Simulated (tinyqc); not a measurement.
Worked calculation: lattice vibrations of a chain. One step of it, computed by the program tinyqc.

Task: Frequencies. omega^2 are the eigenvalues; wavenumber = 521.4708 sqrt(eigenvalue) 1/cm.

D(q) (eV/(angstrom^2 u)):
```
,1,2
1,0.345853,-0.277347+0.028064i
2,-0.277347-0.028064i,0.311681
```

Give: eigenvalues; wavenumbers; weights |e|^2 of the mass-weighted modes.

Result:

eigenvalues: 0.049  0.608

wavenumbers (1/cm): 116.0  406.6

weights |e|^2 of the mass-weighted modes:
```
,mode 1,mode 2
atom 1,0.469,0.531
atom 2,0.531,0.469
```
